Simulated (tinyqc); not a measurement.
Resistance of a source-drain extension with a graded tip: one step of the calculation.

y runs along the channel, the gate covers y > 0. The doping is N0 for y < y0 and N0 10^(-(y - y0)/la) beyond, uniform over the depth xj. Sheet conductance s(y) = q mu(N) max(N - Nch, 0) xj + (for y > 0) ma Cox Vo, with mu(N) = u0 + (u1 - u0)/(1 + (N/Nr)^au) and Cox = eps0 eox/tox. Current is taken as one-dimensional; depletion of the tip, spreading and the contact are left out. The metallurgical junction lies at yj, where N = Nch.

Question. Resistance of the overlapped part. Midpoint rule on 11 equal steps from 0 to yj: R_ov = sum h/s(y), per width.

Parameters, values chosen for the exercise; mobility law close to that of holes in silicon:
```
symbol,value,unit,meaning
eox,9.21,,relative permittivity of the gate insulator (close to aluminium oxide)
tox,2.8,nm,insulator thickness
N0,9.1e19,cm^-3,active doping of the extension far from the gate
la,6.2,nm/decade,lateral abruptness
y0,4.9,nm,position under the gate where the fall begins (gate edge at 0)
xj,27,nm,depth of the extension
Nch,3e18,cm^-3,channel doping
Vo,0.41,V,gate overdrive
ma,39,cm^2/(V s),mobility of the gate-induced layer
u1,470.5,cm^2/(V s),mobility at low doping
u0,44.9,cm^2/(V s),mobility at high doping
Nr,2.23e17,cm^-3,reference doping
au,0.719,,exponent
```

Constants: q = 1.602176634e-19 C, eps0 = 8.8541878128e-14 F/cm where lengths are in cm. Results are converted to the units shown.

Find: y; N; doped conductance; sheet resistance; R_ov.

Answer.

| point | y (nm) | N (cm^-3) | doped conductance (uS) | sheet resistance (ohm/square) |
|---|---|---|---|---|
| 0 | 0.6404 | 9.100e19 | 1921 | 508.1 |
| 1 | 1.921 | 9.100e19 | 1921 | 508.1 |
| 2 | 3.202 | 9.100e19 | 1921 | 508.1 |
| 3 | 4.483 | 9.100e19 | 1921 | 508.1 |
| 4 | 5.763 | 6.604e19 | 1415 | 684.1 |
| 5 | 7.044 | 4.104e19 | 899.9 | 1057 |
| 6 | 8.325 | 2.551e19 | 570.0 | 1622 |
| 7 | 9.605 | 1.585e19 | 355.0 | 2490 |
| 8 | 10.89 | 9.852e18 | 210.8 | 3886 |
| 9 | 12.17 | 6.123e18 | 109.3 | 6416 |
| 10 | 13.45 | 3.805e18 | 32.71 | 1.261e4 |

R_ov = 39.45 ohm um

Numbers from tinyqc (`OMP_NUM_THREADS=1 python tinyqc.py 2282003 2282004 out.jsonl`; about 0.06 s on one thread of a shared Intel Xeon 2.30GHz).
